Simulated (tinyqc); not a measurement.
LCCD on RHF in the sto-3g basis, for BeH+, spin multiplicity 1, step by step. Computed by tinyqc, a small Python program that keeps every step (integrals from PySCF). Settings: charge = 1, multiplicity = 1, basis = sto-3g, method = RHF, energy threshold = 1e-10, iteration cap = 86, orthogonalisation = canonical, start = core, DIIS depth = 6, amplitude equations = LCCD, DIIS depth for amplitudes = 6, cap on updates = 72. Command: `OMP_NUM_THREADS=1 python tinyqc.py 29485 29486 out.jsonl` (the two numbers bound the seeds that draw the settings). One thread of a shared host (Intel(R) Xeon(R) Processor @ 2.60GHz), about 0.09 s of CPU time with the checks. The early iterations of the SCF are left out here.

## One-electron integrals

Geometry (angstrom):

| atom | x | y | z |
|---|---|---|---|
| Be | 0.0000 | 0.0000 | 0.0000 |
| H | 0.0000 | 0.0000 | 1.4600 |

Basis sto-3g: exponents (1/bohr^2) and contraction coefficients of normalised primitives:

| element | l (shell) | exponent | coefficient |
|---|---|---|---|
| Be | s (1) | 30.1679 | 0.1543 |
| Be | s (1) | 5.4951 | 0.5353 |
| Be | s (1) | 1.4872 | 0.4446 |
| Be | s (2) | 1.3148 | -0.1000 |
| Be | s (2) | 0.3055 | 0.3995 |
| Be | s (2) | 0.0994 | 0.7001 |
| Be | p (3) | 1.3148 | 0.1559 |
| Be | p (3) | 0.3055 | 0.6077 |
| Be | p (3) | 0.0994 | 0.3920 |
| H | s (1) | 3.4253 | 0.1543 |
| H | s (1) | 0.6239 | 0.5353 |
| H | s (1) | 0.1689 | 0.4446 |

Overlap, kinetic and nuclear-attraction integrals over the contracted functions; the nuclear repulsion is the sum of Za Zb / Rab.

nuclear repulsion = 1.449801 hartree

overlap S:
```
         1Be 1s  1Be 2s  1Be 2px  1Be 2py  1Be 2pz   2H 1s
1Be 1s   1.0000  0.2595   0.0000   0.0000   0.0000  0.0534
1Be 2s   0.2595  1.0000   0.0000   0.0000   0.0000  0.4123
1Be 2px  0.0000  0.0000   1.0000   0.0000   0.0000  0.0000
1Be 2py  0.0000  0.0000   0.0000   1.0000   0.0000  0.0000
1Be 2pz  0.0000  0.0000   0.0000   0.0000   1.0000  0.4898
2H 1s    0.0534  0.4123   0.0000   0.0000   0.4898  1.0000
```

kinetic energy T (hartree):
```
          1Be 1s   1Be 2s  1Be 2px  1Be 2py  1Be 2pz    2H 1s
1Be 1s    6.6940  -0.0330   0.0000   0.0000   0.0000  -0.0142
1Be 2s   -0.0330   0.2111   0.0000   0.0000   0.0000   0.0519
1Be 2px   0.0000   0.0000   0.6606   0.0000   0.0000   0.0000
1Be 2py   0.0000   0.0000   0.0000   0.6606   0.0000   0.0000
1Be 2pz   0.0000   0.0000   0.0000   0.0000   0.6606   0.1556
2H 1s    -0.0142   0.0519   0.0000   0.0000   0.1556   0.7600
```

nuclear attraction V (hartree):
```
           1Be 1s   1Be 2s  1Be 2px  1Be 2py  1Be 2pz    2H 1s
1Be 1s   -14.9235  -1.9933   0.0000   0.0000  -0.0152  -0.4099
1Be 2s    -1.9933  -2.6589   0.0000   0.0000  -0.1342  -1.0773
1Be 2px    0.0000   0.0000  -2.6061   0.0000   0.0000   0.0000
1Be 2py    0.0000   0.0000   0.0000  -2.6061   0.0000   0.0000
1Be 2pz   -0.0152  -0.1342   0.0000   0.0000  -2.7092  -1.2612
2H 1s     -0.4099  -1.0773   0.0000   0.0000  -1.2612  -2.6695
```

core Hamiltonian H = T + V (hartree):
```
          1Be 1s   1Be 2s  1Be 2px  1Be 2py  1Be 2pz    2H 1s
1Be 1s   -8.2296  -2.0263   0.0000   0.0000  -0.0152  -0.4241
1Be 2s   -2.0263  -2.4478   0.0000   0.0000  -0.1342  -1.0254
1Be 2px   0.0000   0.0000  -1.9455   0.0000   0.0000   0.0000
1Be 2py   0.0000   0.0000   0.0000  -1.9455   0.0000   0.0000
1Be 2pz  -0.0152  -0.1342   0.0000   0.0000  -2.0486  -1.1056
2H 1s    -0.4241  -1.0254   0.0000   0.0000  -1.1056  -1.9094
```

## Two-electron integrals

Functions are numbered as in S; the eight-fold symmetry (ij|kl) = (ji|kl) = (kl|ij) leaves the list below.

Two-electron integrals (ij|kl) in chemists' order, unique and non-zero (hartree):
```
(11|11) 2.2988   (21|11) 0.3920   (21|21) 0.0795   (22|11) 0.5710
(22|21) 0.1430   (22|22) 0.4177   (31|31) 0.0146   (32|31) 0.0219
(32|32) 0.0923   (33|11) 0.5696   (33|21) 0.1431   (33|22) 0.4176
(33|33) 0.4499   (41|41) 0.0146   (42|41) 0.0219   (42|42) 0.0923
(43|43) 0.0242   (44|11) 0.5696   (44|21) 0.1431   (44|22) 0.4176
(44|33) 0.4014   (44|44) 0.4499   (51|51) 0.0146   (52|51) 0.0219
(52|52) 0.0923   (53|53) 0.0242   (54|54) 0.0242   (55|11) 0.5696
(55|21) 0.1431   (55|22) 0.4176   (55|33) 0.4014   (55|44) 0.4014
(55|55) 0.4499   (61|11) 0.0796   (61|21) 0.0161   (61|22) 0.0293
(61|33) 0.0291   (61|44) 0.0291   (61|51) 0.0014   (61|52) 0.0027
(61|55) 0.0297   (61|61) 0.0034   (62|11) 0.1935   (62|21) 0.0492
(62|22) 0.1565   (62|33) 0.1506   (62|44) 0.1506   (62|51) 0.0064
(62|52) 0.0395   (62|55) 0.1683   (62|61) 0.0110   (62|62) 0.0874
(63|31) 0.0045   (63|32) 0.0211   (63|53) 0.0068   (63|63) 0.0080
(64|41) 0.0045   (64|42) 0.0211   (64|54) 0.0068   (64|64) 0.0080
(65|11) 0.2078   (65|21) 0.0535   (65|22) 0.1784   (65|33) 0.1678
(65|44) 0.1678   (65|51) 0.0105   (65|52) 0.0615   (65|55) 0.1994
(65|61) 0.0125   (65|62) 0.1133   (65|65) 0.1516   (66|11) 0.3604
(66|21) 0.0933   (66|22) 0.3325   (66|33) 0.3085   (66|44) 0.3085
(66|51) 0.0143   (66|52) 0.1135   (66|55) 0.3805   (66|61) 0.0215
(66|62) 0.2358   (66|65) 0.3245   (66|66) 0.7746
```

## Orthogonalisation

S = U s U^T; canonical form X = U s^(-1/2), so that X^T S X = 1. Each column of U has its largest component positive (the first on a tie).

eigenvalues of S: 0.3484  0.7944  1.0000  1.0000  1.1775  1.6797

X:
```
               1        2        3       4        5       6
1Be 1s    0.2356   0.7932   0.0000  0.0000   0.5980  0.1886
1Be 2s   -0.8311  -0.5857   0.0000  0.0000   0.4468  0.3871
1Be 2px   0.0000   0.0000  -0.3452  0.9385   0.0000  0.0000
1Be 2py   0.0000   0.0000   0.9385  0.3452   0.0000  0.0000
1Be 2pz  -0.8758   0.4936   0.0000  0.0000  -0.5080  0.3743
2H 1s     1.1650  -0.2072   0.0000  0.0000  -0.1841  0.5194
```

Within a degenerate level the vectors are fixed only up to a rotation; this is one choice.

## Starting guess

The start is the orbitals of the core Hamiltonian; D = 2 C_occ C_occ^T.

D at the start:
```
          1Be 1s   1Be 2s  1Be 2px  1Be 2py  1Be 2pz    2H 1s
1Be 1s    2.0866  -0.3052   0.0000   0.0000  -0.2172  -0.0347
1Be 2s   -0.3052   1.0370   0.0000   0.0000   0.8527   0.1858
1Be 2px   0.0000   0.0000   0.0000   0.0000   0.0000   0.0000
1Be 2py   0.0000   0.0000   0.0000   0.0000   0.0000   0.0000
1Be 2pz  -0.2172   0.8527   0.0000   0.0000   0.7018   0.1531
2H 1s    -0.0347   0.1858   0.0000   0.0000   0.1531   0.0335
```

## Iteration 8 (converged): orbitals

converged F (hartree):
```
          1Be 1s   1Be 2s  1Be 2px  1Be 2py  1Be 2pz    2H 1s
1Be 1s   -5.0116  -1.4086   0.0000   0.0000   0.0174  -0.2943
1Be 2s   -1.4086  -0.8672   0.0000   0.0000  -0.1352  -0.5140
1Be 2px   0.0000   0.0000  -0.1388   0.0000   0.0000   0.0000
1Be 2py   0.0000   0.0000   0.0000  -0.1388   0.0000   0.0000
1Be 2pz   0.0174  -0.1352   0.0000   0.0000  -0.3077  -0.4233
2H 1s    -0.2943  -0.5140   0.0000   0.0000  -0.4233  -0.5168
```

Diagonalise F' = X^T F X, C = X C', fill 2 alpha and 2 beta electrons from the bottom; D = 2 C_occ C_occ^T. Each column has its largest component positive (the first on a tie).

F' = X^T F X (hartree):
```
         1        2        3        4        5        6
1   0.2306  -0.3175   0.0000   0.0000  -0.2298  -0.0793
2  -0.3175  -2.0883   0.0000   0.0000  -2.1051  -0.8084
3   0.0000   0.0000  -0.1388   0.0000   0.0000   0.0000
4   0.0000   0.0000   0.0000  -0.1388   0.0000   0.0000
5  -0.2298  -2.1051   0.0000   0.0000  -2.6943  -1.0690
6  -0.0793  -0.8084   0.0000   0.0000  -1.0690  -1.1622
```

orbital energies (hartree): MO1 -5.0144, MO2 -0.7149, MO3 -0.2608, MO4 -0.1388, MO5 -0.1388, MO6 0.2759

coefficients C:
```
             MO1      MO2      MO3     MO4      MO5      MO6
1Be 1s    0.9929  -0.1919  -0.2010  0.0000   0.0000   0.1212
1Be 2s    0.0265   0.5747   0.7583  0.0000   0.0000  -0.6908
1Be 2px   0.0000   0.0000   0.0000  0.8015  -0.5980   0.0000
1Be 2py   0.0000   0.0000   0.0000  0.5980   0.8015   0.0000
1Be 2pz  -0.0019   0.2877  -0.6274  0.0000   0.0000  -0.9656
2H 1s    -0.0024   0.4940  -0.2594  0.0000   0.0000   1.1800
```

D after iteration 8:
```
          1Be 1s   1Be 2s  1Be 2px  1Be 2py  1Be 2pz    2H 1s
1Be 1s    2.0455  -0.1679   0.0000   0.0000  -0.1141  -0.1944
1Be 2s   -0.1679   0.6620   0.0000   0.0000   0.3306   0.5677
1Be 2px   0.0000   0.0000   0.0000   0.0000   0.0000   0.0000
1Be 2py   0.0000   0.0000   0.0000   0.0000   0.0000   0.0000
1Be 2pz  -0.1141   0.3306   0.0000   0.0000   0.1656   0.2843
2H 1s    -0.1944   0.5677   0.0000   0.0000   0.2843   0.4881
```

Within a degenerate level the vectors are fixed only up to a rotation; this is one choice.

## Convergence

Stop when the energy changes by less than 1e-10 hartree and every element of the error matrix X^T (F D S - S D F) X is below 3e-06.

Course of the cycle:

| iteration | E (hartree) | change | largest element of the error matrix |
|---|---|---|---|
| 1 | -14.505195 | - | 3.90e-01 |
| 2 | -14.653394 | -1.48e-01 | 6.38e-02 |
| 3 | -14.657954 | -4.56e-03 | 1.18e-02 |
| 4 | -14.658549 | -5.95e-04 | 3.45e-03 |
| 5 | -14.658600 | -5.09e-05 | 7.64e-05 |
| 6 | -14.658600 | -1.98e-08 | 1.94e-05 |
| 7 | -14.658600 | -1.48e-09 | 8.12e-08 |
| 8 | -14.658600 | -3.55e-15 | 2.78e-09 |

PySCF RHF in the same basis = -14.658600 hartree

Converged in 8 iterations.

## Populations, bond orders and dipole

Mulliken: Z minus the diagonal of D S on the atom; Loewdin: the same with S^(1/2) D S^(1/2); Mayer order: 2 sum_s sum (D(s) S)_ij (D(s) S)_ji over the two atoms.

Charges (e):

| atom | Mulliken | Loewdin |
|---|---|---|
| 1Be | 0.8511 | 0.8798 |
| 2H | 0.1489 | 0.1202 |

Mayer bond orders:

| pair | order |
|---|---|
| 2-1 | 0.9778 |

dipole moment about the origin, x y z (debye): 0.0000  0.0000  -2.3131

## Integrals over molecular orbitals

(pq|rs) = sum C_ip C_jq C_kr C_ls (ij|kl), one index at a time.

one-electron integrals over orbitals h = C^T H C (hartree):
```
         1        2        3        4        5        6
1  -8.2200   0.1644   0.2025   0.0000   0.0000  -0.0737
2   0.1644  -2.1591  -0.0078   0.0000   0.0000   0.1846
3   0.2025  -0.0078  -1.9340   0.0000   0.0000  -0.0489
4   0.0000   0.0000   0.0000  -1.9455   0.0000   0.0000
5   0.0000   0.0000   0.0000   0.0000  -1.9455   0.0000
6  -0.0737   0.1846  -0.0489   0.0000   0.0000  -1.6240
```

Two-electron integrals over orbitals (pq|rs), unique and non-zero (hartree):
```
(11|11) 2.2755    (21|11) -0.1660   (21|21) 0.0207    (22|11) 0.4754
(22|21) 0.0016    (22|22) 0.5141    (31|11) -0.1737   (31|21) 0.0164
(31|22) -0.0172   (31|31) 0.0275    (32|11) 0.0458    (32|21) -0.0056
(32|22) -0.0675   (32|31) 0.0024    (32|32) 0.0392    (33|11) 0.5496
(33|21) -0.0128   (33|22) 0.3203    (33|31) 0.0040    (33|32) 0.0307
(33|33) 0.4610    (41|41) 0.0156    (42|41) 0.0134    (42|42) 0.0432
(43|41) 0.0140    (43|42) 0.0316    (43|43) 0.0514    (44|11) 0.5692
(44|21) -0.0060   (44|22) 0.3636    (44|31) -0.0061   (44|32) 0.0226
(44|33) 0.3967    (44|44) 0.4499    (51|51) 0.0156    (52|51) 0.0134
(52|52) 0.0432    (53|51) 0.0140    (53|52) 0.0316    (53|53) 0.0514
(54|54) 0.0242    (55|11) 0.5692    (55|21) -0.0060   (55|22) 0.3636
(55|31) -0.0061   (55|32) 0.0226    (55|33) 0.3967    (55|44) 0.4014
(55|55) 0.4499    (61|11) 0.0975    (61|21) -0.0159   (61|22) -0.0106
(61|31) -0.0035   (61|32) 0.0070    (61|33) 0.0170    (61|44) 0.0021
(61|55) 0.0021    (61|61) 0.0181    (62|11) -0.1254   (62|21) 0.0026
(62|22) 0.0504    (62|31) 0.0069    (62|32) -0.0479   (62|33) -0.0255
(62|44) -0.0590   (62|55) -0.0590   (62|61) 0.0022    (62|62) 0.1217
(63|11) 0.0548    (63|21) -0.0036   (63|22) -0.0560   (63|31) 0.0055
(63|32) 0.0336    (63|33) 0.0568    (63|44) 0.0208    (63|55) 0.0208
(63|61) 0.0071    (63|62) -0.0497   (63|63) 0.0512    (64|41) -0.0089
(64|42) -0.0292   (64|43) -0.0133   (64|64) 0.0256    (65|51) -0.0089
(65|52) -0.0292   (65|53) -0.0133   (65|65) 0.0256    (66|11) 0.5067
(66|21) -0.0007   (66|22) 0.5131    (66|31) -0.0151   (66|32) -0.0673
(66|33) 0.3488    (66|44) 0.3677    (66|55) 0.3677    (66|61) -0.0070
(66|62) 0.0806    (66|63) -0.0571   (66|66) 0.5518
```

## LCCD: starting amplitudes

t_ij^ab = <ij||ab> / (e_i + e_j - e_a - e_b), whose energy is MP2.

Starting amplitudes (spin orbitals 1a, 1b, ...; amplitudes related by a flip of all spins are not repeated):

| from | to | t |
|---|---|---|
| 2a 2b | 6a 6b | -0.0614 |
| 2a 2b | 3a 3b | -0.0432 |
| 2a 2b | 4a 4b | -0.0375 |
| 2a 2b | 5a 5b | -0.0375 |
| 2a 2b | 3a 6b | 0.0332 |
| 1a 1b | 3a 3b | -0.0029 |
| 1a 2b | 5a 5b | -0.0025 |
| 1a 2b | 4a 4b | -0.0025 |
| 1a 1b | 6a 6b | -0.0017 |
| 1a 1b | 5a 5b | -0.0016 |
| 1a 1b | 4a 4b | -0.0016 |
| 1a 2b | 3b 6a | 0.0012 |
| 1a 2b | 3a 6b | -0.0012 |
| 1a 2b | 3a 3b | -4.53e-04 |
| 1a 2b | 6a 6b | -3.51e-04 |
| 1a 1b | 3a 6b | 3.46e-04 |
| 1a 2a | 3a 6a | 1.93e-05 |

correlation energy = -0.015918 hartree

## LCCD: amplitude update 1

t_ij^ab D_ij^ab are set to the remaining terms of the spin-orbital equations, evaluated with the old amplitudes; for the doubles these are <ij||ab> + 1/2 <ab||ef> t_ij^ef + 1/2 <mn||ij> t_mn^ab + P(ij)P(ab) <mb||ej> t_im^ae, D the orbital-energy denominators (linear CCD).

Amplitudes after update 1 (spin orbitals 1a, 1b, ...; amplitudes related by a flip of all spins are not repeated):

| from | to | t |
|---|---|---|
| 2a 2b | 6a 6b | -0.0825 |
| 2a 2b | 3a 3b | -0.0550 |
| 2a 2b | 3a 6b | 0.0500 |
| 2a 2b | 4a 4b | -0.0457 |
| 2a 2b | 5a 5b | -0.0457 |
| 1a 2b | 5a 5b | -0.0027 |
| 1a 2b | 4a 4b | -0.0027 |
| 1a 1b | 3a 3b | -0.0026 |
| 1a 1b | 5a 5b | -0.0015 |
| 1a 1b | 4a 4b | -0.0015 |
| 1a 1b | 6a 6b | -0.0014 |
| 1a 2b | 3b 6a | 0.0014 |
| 1a 2b | 3a 6b | -0.0013 |
| 1a 2b | 6a 6b | -4.75e-04 |
| 1a 2b | 3a 3b | -3.71e-04 |
| 1a 1b | 3a 6b | 1.72e-04 |
| 1a 2a | 3a 6a | 6.24e-05 |

correlation energy = -0.021272 hartree

## LCCD: amplitude update 2

As before.

Amplitudes after update 2 (spin orbitals 1a, 1b, ...; amplitudes related by a flip of all spins are not repeated):

| from | to | t |
|---|---|---|
| 2a 2b | 6a 6b | -0.0901 |
| 2a 2b | 3a 3b | -0.0603 |
| 2a 2b | 3a 6b | 0.0578 |
| 2a 2b | 4a 4b | -0.0470 |
| 2a 2b | 5a 5b | -0.0470 |
| 1a 2b | 5a 5b | -0.0027 |
| 1a 2b | 4a 4b | -0.0027 |
| 1a 1b | 3a 3b | -0.0026 |
| 1a 1b | 5a 5b | -0.0015 |
| 1a 1b | 4a 4b | -0.0015 |
| 1a 2b | 3b 6a | 0.0015 |
| 1a 1b | 6a 6b | -0.0014 |
| 1a 2b | 3a 6b | -0.0014 |
| 1a 2b | 6a 6b | -0.0005 |
| 1a 2b | 3a 3b | -3.21e-04 |
| 1a 1b | 3a 6b | 1.50e-04 |
| 1a 2a | 3a 6a | 8.33e-05 |

correlation energy = -0.023262 hartree

## LCCD: convergence

E_corr = 1/4 sum <ij||ab> t_ij^ab; stop when the norm of the change is below 1e-8.

Course of the amplitude iterations:

| update | correlation energy (hartree) | norm of the change |
|---|---|---|
| 0 | -0.015918 | - |
| 1 | -0.021272 | 7.18e-02 |
| 2 | -0.023262 | 2.91e-02 |
| 3 | -0.024614 | 1.31e-02 |
| 4 | -0.024617 | 2.11e-03 |
| 5 | -0.024614 | 1.39e-04 |
| 6 | -0.024614 | 2.28e-05 |
| 7 | -0.024614 | 1.71e-06 |
| 8 | -0.024614 | 5.58e-08 |
| 9 | -0.024614 | 7.16e-09 |

Converged amplitudes (spin orbitals 1a, 1b, ...; amplitudes related by a flip of all spins are not repeated):

| from | to | t |
|---|---|---|
| 2a 2b | 6a 6b | -0.0943 |
| 2a 2b | 3a 3b | -0.0665 |
| 2a 2b | 3a 6b | 0.0650 |
| 2a 2b | 4a 4b | -0.0459 |
| 2a 2b | 5a 5b | -0.0459 |
| 1a 2b | 5a 5b | -0.0027 |
| 1a 2b | 4a 4b | -0.0027 |
| 1a 1b | 3a 3b | -0.0026 |
| 1a 2b | 3b 6a | 0.0015 |
| 1a 1b | 4a 4b | -0.0015 |
| 1a 1b | 5a 5b | -0.0015 |
| 1a 2b | 3a 6b | -0.0014 |
| 1a 1b | 6a 6b | -0.0014 |
| 1a 2b | 6a 6b | -0.0005 |
| 1a 2b | 3a 3b | -2.82e-04 |
| 1a 1b | 3a 6b | 1.20e-04 |
| 1a 2a | 3a 6a | 8.91e-05 |

LCCD total energy = -14.683214 hartree

Converged in 9 updates, with DIIS from the third.
